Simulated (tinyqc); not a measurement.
FCI on RHF in the 6-31g basis, for H-, spin multiplicity 1, step by step. The basis has no diffuse functions, so it cannot describe the extra electron: this is an exercise in the method, not the real anion. One step of it, computed by the program tinyqc.

Question. Integrals over molecular orbitals. (pq|rs) = sum C_ip C_jq C_kr C_ls (ij|kl), one index at a time.

coefficients C:
```
,MO1,MO2
1H 1s,0.238585,1.306840
1H 2s,0.826681,-1.039880
```

core Hamiltonian H = T + V (hartree):
```
,1H 1s,1H 2s
1H 1s,-0.257552,-0.482576
1H 2s,-0.482576,-0.398935
```

Two-electron integrals (ij|kl) in chemists' order, unique and non-zero (hartree):
```
i,j,k,l,(ij|kl)
1,1,1,1,1.076566
2,1,1,1,0.578470
2,1,2,1,0.329423
2,2,1,1,0.587396
2,2,2,1,0.361304
2,2,2,2,0.453150
```

Give: one-electron integrals over orbitals h = C^T H C; Two-electron integrals over orbitals.

Answer.

one-electron integrals over orbitals h = C^T H C (hartree):
```
,1,2
1,-0.4777,-0.1390
2,-0.1390,0.4404
```

Two-electron integrals over orbitals (pq|rs), unique and non-zero (hartree):
```
p,q,r,s,(pq|rs)
1,1,1,1,0.5329
2,1,1,1,0.1390
2,1,2,1,0.1361
2,2,1,1,0.5913
2,2,2,1,0.2439
2,2,2,2,0.7789
```
